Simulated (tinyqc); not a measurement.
## Mass from the capacitance plateau

Problem. Once one two-dimensional band is degenerate, Cq = q gv md m0 q/(pi hbar^2) and 1/C_G = 1/Cox + 1/Cq (no traps). Find Cq, md and the oxide-equivalent thickness 3.9 eps0/Cq that it adds.

Inputs (values chosen for the exercise):
```
symbol  value  unit            meaning
gv          1        valley degeneracy
```

Constants: q = 1.602176634e-19 C, hbar = 1.054571817e-34 J s, m0 = 9.1093837015e-31 kg, eps0 = 8.8541878128e-14 F/cm where lengths are in cm. Results are converted to the units shown.

C_G on the plateau = 0.20204634 uF/cm^2
Cox = 0.21582083 uF/cm^2

Solution. Removing Cox from the series leaves Cq, which is proportional to gv md.

Cq = 3.17 uF/cm^2
md = 0.0473 m0
added thickness = 1.09 nm

Numbers from tinyqc (`OMP_NUM_THREADS=1 python tinyqc.py 2200062 2200063 out.jsonl`; about 0.01 s on one thread of a shared Intel Xeon 2.30GHz).
